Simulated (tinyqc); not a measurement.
Worked calculation: quantum well in an electric field by finite differences. Values are carried at full precision from step to step, so a last printed digit may differ when a step is redone from the rounded ones.

Finite differences on points z_i at the centres of cells of width h: H_ii = (c/h^2)(1/m_(i-1/2) + 1/m_(i+1/2)) + V_i, H_(i,i+1) = -(c/h^2)/m_(i+1/2), where m_(i+1/2) is the mean of the masses at the two points (the end values are repeated outwards), psi = 0 on the points beyond both ends, c = hbar^2/2m0. The field adds e F (z - z0) with z0 the middle of the structure; 1 kV/cm = 1e-5 eV/angstrom.

Constants: hbar^2/2m0 = 3.80998211 eV angstrom^2.

Values chosen for the exercise (near those of an InGaAs well in InP; shifted at random, so the results belong to these values and not to a real crystal): layers = ((60, 0.259, 0.0788), (100, 0, 0.0398), (60, 0.259, 0.0788)) (each layer: thickness in angstrom, band edge in eV, mass in m0); F = 36 kV/cm (field along z); h = 20 angstrom (cell width of the coarse grid); hf = 1.25 angstrom (cell width of the fine grid).

## The coarse grid

List the points, the potential with the field, and the masses.

Grid:
```
i   z (angstrom)   V (eV)  m (m0)
1           10.0   0.2230  0.0788
2           30.0   0.2302  0.0788
3           50.0   0.2374  0.0788
4           70.0  -0.0144  0.0398
5           90.0  -0.0072  0.0398
6          110.0   0.0000  0.0398
7          130.0   0.0072  0.0398
8          150.0   0.0144  0.0398
9          170.0   0.2806  0.0788
10         190.0   0.2878  0.0788
11         210.0   0.2950  0.0788
```

## The tridiagonal Hamiltonian

Form the diagonal and the neighbouring elements; V in the grid already includes the field.

diagonal H_ii (eV): [0.4648, 0.4720, 0.5189, 0.3855, 0.4714, 0.4786, 0.4858, 0.4143, 0.5621, 0.5296, 0.5368]

H_(i,i+1) (eV): [-0.1209, -0.1209, -0.1606, -0.2393, -0.2393, -0.2393, -0.2393, -0.1606, -0.1209, -0.1209]

## Lowest levels on the coarse grid

Diagonalise the symmetric tridiagonal matrix; give the three lowest levels and the weights u_i^2 (sum 1) of the two lowest.

levels (eV): [0.0346, 0.1504, 0.2953]

weights on the points, rows level 1, level 2:
```
[[0.000, 0.002, 0.021, 0.167, 0.250, 0.255, 0.191, 0.102, 0.011, 0.001, 0.000],
 [0.002, 0.013, 0.070, 0.268, 0.110, 0.005, 0.186, 0.284, 0.054, 0.007, 0.001]]
```

## Halving the cell width

The same with h, h/2, ..., h/32. The end points move with h, since psi vanishes half a cell beyond the structure. Richardson value (4 E(h/32) - E(h/16))/3.

Convergence:
```
cell (angstrom)  points  E1 (eV)  E2 (eV)  E1 - finest (meV)
20.0000              11  0.03456  0.15038             -5.061
10.0000              22  0.03817  0.16049             -1.451
5.0000               44  0.03924  0.16315             -0.375
2.5000               88  0.03953  0.16384             -0.091
1.2500              176  0.03960  0.16403             -0.019
0.6250              352  0.03962  0.16408              0.000
```

Richardson values of E1, E2 (eV): [0.03963, 0.16410]

The coarse grid is 5.1 meV too low in E1. The last differences between rows shrink by a factor 3.9 (4 for a pure h^2 error, 2 for one linear in h).

## Positions and dipoles on the fine grid

With h sum psi^2 = 1: <z - z0> of three levels, |z_12| and |z_13|, the mass m1 from 1/m1 = <1|1/m|1>, and f_1j = (m1/c)(E_j - E_1) z_1j^2.

levels (eV): [0.0396, 0.1640, 0.3184]

<z - z0> (angstrom): [-4.3, -0.1, -27.1]

|z_12|, |z_13| (angstrom): [26.98, 0.54]

m1 = 0.0409 m0

f_12, f_13: [0.973, 0.001]

Parity is broken, so the 1-3 transition is allowed, with 0.00091 times the strength of 1-2. E2 - E1 = 124.4 meV, a wavelength of 10.0 micrometre (hc = 1239.841984 eV nm). Level 3 lies above the lowest point of the outer barriers, so it is a resonance or a state of the finite grid, and values that rest on it depend on the ends of the grid.

## Checks

- E1 at zero field on the grid h/32 against transfer matrices between the same hard ends, eV: both 0.0404.

tinyqc: `OMP_NUM_THREADS=1 python tinyqc.py 1252521 1252522 out.jsonl`; about 0.02 s, one thread, shared Intel(R) Xeon(R) Processor @ 2.30GHz.
